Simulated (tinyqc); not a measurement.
Inside a calculation. Method: CIS and TDHF on RHF in the sto-6g basis, for H6, spin multiplicity 1. One step of it, computed by the program tinyqc.

Task: CIS matrix, singlets. A(ia,jb) = (e_a - e_i) d_ij d_ab + 2 (ia|jb) - (ij|ab).

orbital energies (hartree): MO1 -0.668599, MO2 -0.564608, MO3 -0.422160, MO4 0.349736, MO5 0.664347, MO6 1.046875

Two-electron integrals over orbitals (pq|rs), unique and non-zero (hartree):
```
(11|11) 0.417778    (21|11) -0.000091   (21|21) 0.128775    (22|11) 0.331665
(22|21) 0.000385    (22|22) 0.389027    (31|11) 0.081594    (31|21) -0.000126
(31|22) -0.051938   (31|31) 0.125341    (32|11) -0.000201   (32|21) -0.121953
(32|22) -0.000288   (32|31) -0.000269   (32|32) 0.141416    (33|11) 0.386402
(33|21) -0.000415   (33|22) 0.347450    (33|31) 0.041765    (33|32) 0.000330
(33|33) 0.387368    (41|11) -0.000008   (41|21) 0.038685    (41|22) -0.000091
(41|31) 0.000109    (41|32) 0.005205    (41|33) 0.000049    (41|41) 0.081220
(42|11) 0.060032    (42|21) -0.000235   (42|22) -0.001357   (42|31) 0.051735
(42|32) 0.000021    (42|33) 0.014273    (42|41) -0.000136   (42|42) 0.073148
(43|11) 0.000240    (43|21) 0.064658    (43|22) 0.000134    (43|31) 0.000250
(43|32) -0.063966   (43|33) -0.000109   (43|41) 0.014942    (43|42) 0.000144
(43|43) 0.079181    (44|11) 0.385887    (44|21) -0.000351   (44|22) 0.347532
(44|31) 0.038264    (44|32) 0.000256    (44|33) 0.376343    (44|41) 0.000009
(44|42) 0.023885    (44|43) -0.000068   (44|44) 0.390929    (51|11) 0.008502
(51|21) 0.000069    (51|22) 0.028654    (51|31) -0.024340   (51|32) 0.000085
(51|33) -0.010684   (51|41) 0.000068    (51|42) 0.037635    (51|43) 0.000092
(51|44) -0.000459   (51|51) 0.048873    (52|11) 0.000140    (52|21) 0.025182
(52|22) -0.000046   (52|31) 0.000182    (52|32) 0.004043    (52|33) 0.000083
(52|41) 0.055596    (52|42) 0.000086    (52|43) -0.037900   (52|44) 0.000071
(52|51) 0.000143    (52|52) 0.087956    (53|11) -0.067753   (53|21) 0.000226
(53|22) -0.003993   (53|31) -0.056129   (53|32) 0.000009    (53|33) -0.028347
(53|41) 0.000130    (53|42) -0.069205   (53|43) -0.000180   (53|44) -0.023819
(53|51) -0.031790   (53|52) -0.000061   (53|53) 0.074449    (54|11) 0.000149
(54|21) 0.122936    (54|22) 0.000274    (54|31) 0.000217    (54|32) -0.134999
(54|33) -0.000358   (54|41) 0.004506    (54|42) -0.000038   (54|43) 0.065456
(54|44) -0.000297   (54|51) -0.000051   (54|52) -0.000955   (54|53) 0.000021
(54|54) 0.145265    (55|11) 0.347113    (55|21) 0.000311    (55|22) 0.392879
(55|31) -0.040854   (55|32) -0.000222   (55|33) 0.359564    (55|41) -0.000063
(55|42) 0.004267    (55|43) 0.000126    (55|44) 0.368263    (55|51) 0.028679
(55|52) -0.000028   (55|53) -0.007687   (55|54) 0.000234    (55|55) 0.417450
(61|11) 0.000048    (61|21) -0.001734   (61|22) 0.000061    (61|31) 0.000011
(61|32) -0.015583   (61|33) -0.000037   (61|41) -0.029295   (61|42) 0.000083
(61|43) -0.049103   (61|44) -0.000022   (61|51) -0.000021   (61|52) 0.031018
(61|53) -0.000058   (61|54) 0.012496    (61|55) 0.000046    (61|61) 0.066517
(62|11) 0.013799    (62|21) 0.000088    (62|22) 0.033420    (62|31) -0.022092
(62|32) 0.000062    (62|33) 0.000174    (62|41) 0.000093    (62|42) 0.034035
(62|43) 0.000110    (62|44) -0.001563   (62|51) 0.044690    (62|52) 0.000154
(62|53) -0.035855   (62|54) -0.000052   (62|55) 0.032588    (62|61) -0.000037
(62|62) 0.047032    (63|11) 0.000011    (63|21) -0.042227   (63|22) 0.000073
(63|31) -0.000107   (63|32) 0.003462    (63|33) -0.000017   (63|41) -0.077456
(63|42) 0.000146    (63|43) -0.017646   (63|44) -0.000021   (63|51) -0.000057
(63|52) -0.055484   (63|53) -0.000154   (63|54) -0.003394   (63|55) 0.000074
(63|61) 0.028963    (63|62) -0.000082   (63|63) 0.083150    (64|11) -0.083644
(64|21) 0.000139    (64|22) 0.044216    (64|31) -0.119818   (64|32) 0.000243
(64|33) -0.043469   (64|41) -0.000093   (64|42) -0.053733   (64|43) -0.000246
(64|44) -0.043237   (64|51) 0.021112    (64|52) -0.000177   (64|53) 0.056802
(64|54) -0.000213   (64|55) 0.044220    (64|61) -0.000013   (64|62) 0.021162
(64|63) 0.000102    (64|64) 0.129367    (65|11) -0.000070   (65|21) 0.131159
(65|22) 0.000359    (65|31) -0.000073   (65|32) -0.126007   (65|33) -0.000424
(65|41) 0.039671    (65|42) -0.000225   (65|43) 0.068402    (65|44) -0.000367
(65|51) 0.000059    (65|52) 0.026145    (65|53) 0.000217    (65|54) 0.132427
(65|55) 0.000312    (65|61) -0.002741   (65|62) 0.000082    (65|63) -0.046604
(65|64) 0.000098    (65|65) 0.147446    (66|11) 0.446179    (66|21) -0.000124
(66|22) 0.354280    (66|31) 0.088699    (66|32) -0.000193   (66|33) 0.415591
(66|41) -0.000013   (66|42) 0.066753    (66|43) 0.000256    (66|44) 0.421908
(66|51) 0.009821    (66|52) 0.000153    (66|53) -0.076694   (66|54) 0.000145
(66|55) 0.380896    (66|61) 0.000052    (66|62) 0.016234    (66|63) 0.000019
(66|64) -0.097504   (66|65) -0.000111   (66|66) 0.503642
```

Give: CIS matrix A, singlet.

Result:

CIS matrix A, singlet (hartree):
```
        1>4     1>5     1>6     2>4     2>5     2>6     3>4     3>5
1>4   0.795   0.000   0.025   0.000  -0.012   0.000  -0.008   0.000
1>5   0.000   1.084   0.000  -0.048   0.000  -0.042   0.000  -0.023
1>6   0.025   0.000   1.402   0.000  -0.069   0.000   0.022   0.000
2>4   0.000  -0.048   0.000   0.713   0.000   0.024   0.000  -0.003
2>5  -0.012   0.000  -0.069   0.000   1.012   0.000   0.059   0.000
2>6   0.000  -0.042   0.000   0.024   0.000   1.351   0.000   0.054
3>4  -0.008   0.000   0.022   0.000   0.059   0.000   0.554   0.000
3>5   0.000  -0.023   0.000  -0.003   0.000   0.054   0.000   0.876
3>6  -0.035   0.000  -0.031   0.000   0.015   0.000   0.008   0.000

        3>6
1>4  -0.035
1>5   0.000
1>6  -0.031
2>4   0.000
2>5   0.015
2>6   0.000
3>4   0.008
3>5   0.000
3>6   1.220
```
